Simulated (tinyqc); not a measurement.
## One gate, two gates and a surrounding gate

Below threshold the potential that source and drain add obeys Laplace's equation, vanishes on the gates and decays along the channel as exp(-k y). The same ts (depleted depth over a conducting body, body thickness or wire diameter), ti and permittivities in three geometries; k is the smallest positive root of: one gate, f(k) = eps_r sin(k ti) cos(k ts) + ei cos(k ti) sin(k ts); two gates, f(k) = ei cos(k ti) cos(k ts/2) - eps_r sin(k ti) sin(k ts/2); wire, f(k) = ei J0(u)[J1(u) Y0(v) - Y1(u) J0(v)] - eps_r J1(u)[J0(u) Y0(v) - Y0(u) J0(v)], u = k ts/2, v = u + k ti. Parabolic estimates of l: sqrt((eps_r/ei) ts ti); sqrt((eps_r/(2 ei)) ts ti (1 + ei ts/(4 eps_r ti))); sqrt([2 eps_r ts^2 ln(1 + 2 ti/ts) + ei ts^2]/(16 ei)), in the same order.

Values chosen for this exercise; permittivities: semiconductor made up, insulator close to that of zirconium oxide: relative permittivity of the semiconductor eps_r = 14; relative permittivity of the insulator ei = 25.7; insulator thickness ti = 11 nm; wire diameter ts = 13.7 nm.

Scale lengths (nm):

|  | Lambda = pi/k | l = 1/k | l(parabolic) |
|---|---|---|---|
| one gate over a conducting body | 23.919 | 7.6138 | 9.0605 |
| two gates | 30.440 | 9.6895 | 8.0317 |
| wire | 21.167 | 6.7378 | 4.8960 |

What does the comparison show?

The wire has the shortest scale length, 0.695 times that of the double gate; the single gate over a conducting body has 0.786 times it, its layer ending directly on a conductor where the double gate has a second insulator. The parabolic estimates are 19 % above, 17 % below and 27 % below the exact l, in the order of the rows.

Program tinyqc, `OMP_NUM_THREADS=1 python tinyqc.py 2420165 2420166 out.jsonl`; Intel Xeon 2.30GHz, shared host, one thread, about 0.01 s.
